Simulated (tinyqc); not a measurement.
k.p theory built from an empirical-pseudopotential calculation at Gamma, step by step. Values are carried at full precision from step to step, so a last printed digit may differ when a step is redone from the rounded ones.

Empirical pseudopotential on the fcc lattice, atoms at +/- tau, tau = a (1,1,1)/8, no spin-orbit coupling. H(G,G') = c (2 pi/a)^2 |k + G|^2 delta + VS(q) cos(q.tau) + i VA(q) sin(q.tau), q = G - G', c = hbar^2/2m0; k and G in units of 2 pi/a; VS at |q|^2 = 3, 8, 11 and VA at 3, 4, 11, in rydberg, zero elsewhere. The basis is fixed: all 89 G with |G|^2 up to Gcut. Energies are counted from the fourth level at Gamma.

Constants: hbar^2/2m0 = 3.80998211 eV angstrom^2; Ry = 13.60569312 eV.

Values chosen for the exercise (near those of Ge; the results hold for these values, not for the real material): a = 5.668 angstrom (lattice constant); VS = (-0.228, 0.01, 0.059) Ry (symmetric form factors); VA = (0, 0, 0) Ry (antisymmetric form factors); Gcut = 19 (2 pi/a)^2 (largest |G|^2 of the fixed basis).

## Levels at Gamma

Diagonalise H at k = 0 and group equal levels.

Multiplets at Gamma:

| multiplet | degeneracy | E (eV) |
|---|---|---|
| 1 | 1 | -11.9963 |
| 2 | 3 | 0.0000 |
| 3 | 1 | 1.1977 |
| 4 | 3 | 3.4303 |
| 5 | 1 | 6.5504 |
| 6 | 2 | 8.0415 |
| 7 | 3 | 11.9239 |
| 8 | 1 | 13.2919 |
| 9 | 3 | 25.9974 |

The lowest empty multiplet is a singlet at 1.198 eV; the lowest empty singlet (s-like) is multiplet 3.

## Mass of the s-like conduction level (multiplet 3)

For a multiplet A of d_A states, W(B) = (4 c/(3 d_A)) sum over n in A, m in B and i = x, y, z of |<n|G_i|m>|^2 (G in 1/angstrom, <n|G_i|m> = sum_G c_n(G)* G_i c_m(G)); the mean inverse mass of A is 1 + sum_B W(B)/(E_A - E_B). Multiplets with W = 0 are left out.

List the couplings (the first eight at most); W to the valence triplet is the Kane energy Ep.

Couplings:

| multiplet B | degeneracy | E_B (eV) | W (eV) | W/(E_A - E_B) |
|---|---|---|---|---|
| 2 | 3 | 0.0000 | 19.9846 | 16.6860 |
| 7 | 3 | 11.9239 | 0.2268 | -0.0211 |
| 10 | 3 | 26.6345 | 0.4480 | -0.0176 |
| 16 | 3 | 41.4312 | 0.0130 | -0.0003 |
| 23 | 3 | 43.3389 | 0.0064 | -0.0002 |
| 25 | 3 | 48.4547 | 0.0096 | -0.0002 |
| 34 | 3 | 79.5387 | 0.0064 | -0.0001 |
| 38 | 3 | 80.1621 | 0.0112 | -0.0001 |

sum over the higher multiplets = 0
1/m = 17.6463

Ep = 19.98 eV. The valence triplet gives 16.69, all other levels together -0.04; m = 0.0567, against 0.0565 for two levels alone.

## Valence parameters

Fold all other levels onto the valence triplet: D(u) = c + 4 c^2 sum_m <n|u.G|m><m|u.G|n'>/(0 - E_m), in units of c. Along [100] its eigenvalues are L (once) and M (twice); along [111] (L + 2M + 2N)/3 (once) and (L + 2M - N)/3 (twice). Then g1 = -(L + 2M)/3, g2 = -(L - M)/6, g3 = -N/6.

eigenvalues along [100]: -17.498  -3.050  -3.050

eigenvalues along [111]: -21.039  -1.280  -1.280

L, M, N: -17.498  -3.050  -19.759

g1, g2, g3: 7.866  2.408  3.293

With spin-orbit coupling added at fixed g1, g2, g3 and large against the hole energy these give heavy and light masses along [100] of 0.328 and 0.079. The s-like level alone adds Ep/(3E) = 5.56 to g1. Local form factors fix Ep and the gap only roughly, so these values can lie far from measured ones.

## Checks

- 1/m of the s-like level from the sum against the curvature of the band: both 17.65.
- L and M against the curvatures along [100]: largest relative difference 2.8e-06.

Run: tinyqc, `OMP_NUM_THREADS=1 python tinyqc.py 1051153 1051154 out.jsonl`; Intel(R) Xeon(R) Processor @ 2.30GHz, one thread, shared host; about 0.5 s of CPU time with all checks.
